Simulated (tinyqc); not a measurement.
Raman shift of the zone-centre optical phonon of a diamond-structure crystal under stress: one step, computed by the program tinyqc.

Axes x, y, z are the cube axes. Strain shifts the threefold optical mode and can split it; p, q and r are the phonon deformation potentials.

Question. Secular matrix and shifts. Secular matrix: M_xx = p eps_xx + q (eps_yy + eps_zz), M_xy = 2 r eps_xy; its eigenvalues are omega^2 - omega_0^2, and the shifts are these over 2 omega_0.

Inputs (values chosen for the exercise, for a model crystal): unstrained frequency omega_0 = 681 1/cm; p/omega_0^2 = -1.61; q/omega_0^2 = -1.58; r/omega_0^2 = -1.4.

Stress state: biaxial. Axis: [110].

strain (per mille), rows x, y, z:
$$\begin{pmatrix}
1.010374 & -2.591241 & 0.000000 \\
-2.591241 & 1.010374 & 0.000000 \\
0.000000 & 0.000000 & 5.072159
\end{pmatrix}$$

Give: M/(2 omega_0); shifts, in rising order.

Answer.

M/(2 omega_0) (1/cm), rows x, y, z:
$$\begin{pmatrix}
-3.826 & 2.470 & 0.000 \\
2.470 & -3.826 & 0.000 \\
0.000 & 0.000 & -3.868
\end{pmatrix}$$

shifts, in rising order (1/cm): [-6.297, -3.868, -1.356]
